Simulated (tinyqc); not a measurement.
Inside a calculation. Model: input admittance of a MOSFET at zero drain bias: distributed channel and distributed gate.

Computed by the program tinyqc: `OMP_NUM_THREADS=1 python tinyqc.py 2262061 2262062 out.jsonl`, one thread of a shared Intel Xeon 2.30GHz, about 0.01 s for the whole run. Printed values are rounded.

Source and drain grounded, strong inversion, w = 2 pi f, Cox = eps0 eox/tox. The channel is an RC line of resistance 1/(mu Cox Vo) per square fed from both ends, so one finger has the intrinsic admittance y = i w Cox L tanh(g)/g per width, g = (1/2) sqrt(i w tau), tau = L^2/(mu Vo). The vertical resistance rv/L is in series with y, the overlaps 2 i w Cov in parallel: y_t = 1/(1/y + rv/L) + 2 i w Cov. The gate strip is a line of Rsh/L per length loaded by y_t, so a finger has Y = y_t Wf tanh(k)/k, k = (Wf/sd) sqrt(y_t Rsh/L); the device has Nf Y.

Parameters, values chosen for the exercise; values of the order met in silicon radio-frequency transistors: relative permittivity of the gate insulator (close to zirconium oxide) eox = 25.5; insulator thickness tox = 8.4 nm; channel length L = 0.51 um; finger width Wf = 10 um; number of fingers Nf = 1; channel mobility mu = 320 cm^2/(V s); gate overdrive Vo = 0.72 V; sheet resistance of the gate Rsh = 14 ohm/square; vertical resistivity of the gate stack rv = 0 ohm um^2; number of ends at which a finger is contacted sd = 2; overlap and fringe capacitance on each side Cov = 0.39 fF/um; frequency f = 32 GHz.

Constants: eps0 = 8.8541878128e-14 F/cm where lengths are in cm. Results are converted to the units shown.

## Low-frequency resistances and capacitance

Low-frequency limits, with c = Cox L and ct = c + 2 Cov: R_strip = Rsh Wf/(3 sd^2 L Nf), R_ch = (c/ct)^2 L/(12 mu Cox Vo Wf Nf), R_vert = (c/ct)^2 rv/(L Wf Nf), C = ct Wf Nf.

parts (ohm): strip 22.87582, channel 6.143682, vertical 0
sum = 29.01950 ohm
C = 144.8818 fF
1/(2 pi R C) = 37.85440 GHz

The strip term is the largest, 78.8 % of the sum.

## Admittance of the channel and stack per width

tau, g, c = Cox L, y and y_t as defined.

tau = 11.28906 ps
g = 0.5326585+0.5326585i
c = 13.70818 fF/um
y = 495.520+2643.796i uS/um
y_t = 495.520+2800.625i uS/um

w tau = 2.27, and Im y is 0.959 of w c.

## Input impedance of the device

k and Y as defined; Z = 1/(Nf Y) = R + 1/(i w C); Q = |Im Z|/R; signal at the point farthest from a contact |1/cosh k|.

k = 1.070493+0.897716i
Nf Y = 12.88190+17.13558i mS
R = 28.03024 ohm
C = 133.3904 fF
Q = 1.330206
signal at the far point = 0.6992892

R is 3.4 % below its low-frequency limit and C is 7.9 % below its own.
